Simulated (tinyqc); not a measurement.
Inside a calculation. Model: on-chip interconnect, size-dependent resistivity and RC delay.

Program tinyqc, `OMP_NUM_THREADS=1 python tinyqc.py 2100130 2100131 out.jsonl`; Intel Xeon 2.30GHz, shared host, one thread, about 0.01 s. Printed values are rounded.

A rectangular line between two neighbours and two ground planes. Surface and grain-boundary scattering are added to the bulk resistivity as corrections; capacitances are parallel-plate values without fringing; inductance is ignored.

Parameters, values chosen for the exercise; metal values close to those of copper:

| symbol | value | unit | meaning |
|---|---|---|---|
| rho0 | 1.7 | uohm cm | bulk resistivity |
| lam | 39 | nm | bulk mean free path |
| ps | 0 |  | specular share of surface scattering |
| Rg | 0.44 |  | reflection coefficient of grain boundaries |
| gr | 2 |  | grain size over the metal width |
| wd | 37 | nm | drawn line width |
| AR | 1.3 |  | aspect ratio, height over width |
| tl | 2.5 | nm | liner on both walls and the bottom, not conducting |
| sp | 44 | nm | space to the neighbouring lines |
| hd | 87 | nm | dielectric height to the planes above and below |
| ek | 4.2 |  | relative permittivity of the dielectric |
| Mf | 0 |  | Miller factor of the neighbours |
| Lw | 56 | um | line length |
| Rd | 20000 | ohm | driver resistance |
| Cl | 0.22 | fF | load capacitance |
| dt | 14 | ps | time step |

Constants: eps0 = 8.8541878128e-12 F/m. Results are converted to the units shown.

Range of the model: The metal width is under the mean free path, where the thick-limit surface term and the simple sum of corrections lose accuracy.

## Resistivity, resistance and capacitance per length

Metal width x = wd - 2 tl, height y = AR wd - tl; grain boundaries (Mayadas-Shatzkes): al = (lam/(gr x)) Rg/(1 - Rg), g = 1/[1 - 3 al/2 + 3 al^2 - 3 al^3 ln(1 + 1/al)] - 1; surfaces (Fuchs-Sondheimer, thick limit): s = (3/8) lam (1 - ps)(1/x + 1/y); rho = rho0 (1 + g + s); r = rho/(x y); c = eps0 ek (2 wd/hd + 2 Mf AR wd/sp).

x = 32 nm
y = 45.6 nm
al = 0.4787946
g = 0.6716673
s = 0.7777549
rho = 4.164018 uohm cm
r = 28.53631 ohm/um
c = 0.03163082 fF/um

rho is 2.45 times the bulk value; surfaces add more (0.778 against 0.672). The liner takes 18.0 % of the cross-section.

## Ladder and Elmore delays

6 equal pi sections: series Rs = r Lw/6; node capacitances c Lw/6, halved at nodes 0 and 6, with Cl added to node 6; Rd feeds node 0. Elmore delay of node k: the sum, over the resistors on the path to k, of resistance times all capacitance downstream of it.

Rs = 266.3389 ohm

```
node     C (fF)  Elmore delay (ps)
0     0.1476105           39.82652
1     0.2952210           40.31757
2     0.2952210           40.73000
3     0.2952210           41.06379
4     0.2952210           41.31896
5     0.2952210           41.49550
6     0.3676105           41.59341
```

The far-end value equals Rd (c Lw + Cl) + r Lw (c Lw/2 + Cl) for any number of pi sections; the line resistance contributes 4.25 % of it.

## Step 1: node voltages after a time step

v at t = 0, node 0 to 6 (V): 0  0  0  0  0  0  0

A 1 V step is applied behind Rd at t = 0. C dv/dt = -G v + b, with G the conductance matrix of the ladder (1/Rs between neighbours, 1/Rd added at node 0) and b = (1 V/Rd, 0, ...). Trapezoidal step: (C/dt + G/2) v(new) = (C/dt - G/2) v + b.

v at t = 1 dt, node 0 to 6 (V): 0.3395531  0.3193480  0.3027301  0.2895127  0.2795473  0.2727220  0.2689600

## Step 2: node voltages after a time step

As before.

v at t = 2 dt, node 0 to 6 (V): 0.4872799  0.4926916  0.4964633  0.4990107  0.5006593  0.5016515  0.5021518

## Course in time

A 1 V step is applied behind Rd at t = 0. C dv/dt = -G v + b, with G the conductance matrix of the ladder (1/Rs between neighbours, 1/Rd added at node 0) and b = (1 V/Rd, 0, ...). Trapezoidal step: (C/dt + G/2) v(new) = (C/dt - G/2) v + b. The last column solves the same ladder exactly by its modes.

Voltages (V):
```
t (ps)  node 0  node 3  node 6  node 6, exact
14.00   0.3396  0.2895  0.2690         0.2791
28.00   0.4873  0.4990  0.5022         0.4876
42.00   0.6787  0.6425  0.6295         0.6357
56.00   0.7331  0.7495  0.7533         0.7411
70.00   0.8478  0.8195  0.8113         0.8159
84.00   0.8574  0.8753  0.8786         0.8692
98.00   0.9318  0.9084  0.9032         0.9070
112.0   0.9207  0.9385  0.9409         0.9339
126.0   0.9731  0.9529  0.9498         0.9530
140.0   0.9532  0.9702  0.9717         0.9666
154.0   0.9932  0.9753  0.9737         0.9763
168.0   0.9701  0.9861  0.9868         0.9831
```

The far end of the ladder reaches 0.5 V at 29.01 ps, 0.697 of its Elmore delay (ln 2 = 0.693 for a single pole); the slowest mode has a time constant of 41.02 ps. The largest error of the trapezoidal steps at that node is 15 mV. Node 0 swings up and down from step to step: the trapezoidal rule does not damp modes much faster than dt, so these swings are numerical.
